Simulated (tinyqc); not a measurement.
Quantum point contact as a saddle point: one step of the calculation.

Potential V0 - m wx^2 x^2/2 + m wy^2 y^2/2; energies are counted from V0. Mode n = 0, 1, ... transmits T_n(E) = 1/(1 + exp(-2 pi (E - E_n)/wx)), E_n = wy (n + 1/2); each mode carries 2 q^2/h.

Task. Transmissions at the Fermi level. At zero temperature g = G/(2 q^2/h) = sum T_n(mu); Fano factor sum T_n (1 - T_n)/sum T_n. Modes beyond those listed are in the sums but add less than 1e-4 to g.

Inputs (values chosen for the exercise): transverse quantum hbar wy wy = 4 meV; curvature of the barrier hbar wx wx = 1.1 meV; Fermi level above the saddle point mu = 12.42 meV.

Constants: q = 1.602176634e-19 C, h = 6.62607015e-34 J s. Results are converted to the units shown.

Wanted: E_n; T_n; g; G; Fano factor.

Result.

```
mode  E_n (meV)    T_n
0          2.00  1.000
1          6.00  1.000
2         10.00  1.000
3         14.00  0.000
4         18.00  0.000
```

g = 3.000
G = 232.5 uS
Fano factor = 4.044e-5

tinyqc, about 0.04 s, one thread, Intel Xeon 2.30GHz (shared host): `OMP_NUM_THREADS=1 python tinyqc.py 2740039 2740040 out.jsonl`
